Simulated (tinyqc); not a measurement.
Energy against buckling: buckled dimers of a reconstructed (001) surface, two dangling bonds a dimer.

In a dimer one atom moves up by z and the other down by z; the dangling bond of the up atom (more s-like) falls by gm z and that of the down atom rises by gm z. With all dimers tilted alike: H(k) = [[-gm z - 2 ta cos k, -tp - 2 tx cos k], [., gm z - 2 ta cos k]], k along the row in 1/a. Two electrons a dimer fill the lowest N of the 2N levels on the mesh k_j = (j + 1/2) pi/N. Total energy a dimer: W(z) = (2/N) sum of the filled levels + kf z^2. Repulsion between electrons is left out.

Inputs chosen for the exercise (of the size met on Ge(001); the results hold for these values, not for the real material):
- tp = 0.21 eV (pi coupling inside a dimer)
- ta = 0.12 eV (coupling between like atoms along the row)
- tx = 0.06 eV (diagonal coupling along the row)
- gm = 1.77 eV/angstrom (shift of a dangling bond with height)
- kf = 5.9 eV/angstrom^2 (force constant of buckling)
- N = 16 (k points)

W relative to z = 0; gap as lowest upper less highest lower level on 201 points from 0 to pi.

Per dimer (eV):

| z (angstrom) | band energy | elastic | W | gap |
|---|---|---|---|---|
| 0.00 | 0.0000 | 0.0000 | 0.0000 | -0.0600 |
| 0.05 | -0.0302 | 0.0147 | -0.0154 | -0.0121 |
| 0.10 | -0.1284 | 0.0590 | -0.0694 | 0.0930 |
| 0.15 | -0.2578 | 0.1328 | -0.1251 | 0.2239 |
| 0.20 | -0.4037 | 0.2360 | -0.1677 | 0.3692 |
| 0.30 | -0.7204 | 0.5310 | -0.1894 | 0.6838 |
| 0.40 | -1.0534 | 0.9440 | -0.1094 | 1.0148 |
| 0.50 | -1.3941 | 1.4750 | 0.0809 | 1.3541 |
| 0.60 | -1.7390 | 2.1240 | 0.3850 | 1.6979 |

What does the comparison show, and why?

W is lowest at z = 0.3 among these rows (-0.1894 eV). The band energy falls as z^2 at first and linearly, as -2 gm z, once gm z is far above tp, so the elastic term always wins at large z. The gap opens near z = 0.056 angstrom.

Computed by tinyqc, a small Python program: `OMP_NUM_THREADS=1 python tinyqc.py 1452129 1452130 out.jsonl` (the numbers bound the seed that draws the inputs); one thread of a shared host (Intel(R) Xeon(R) Processor @ 2.30GHz), about 0.02 s for the whole set of steps.
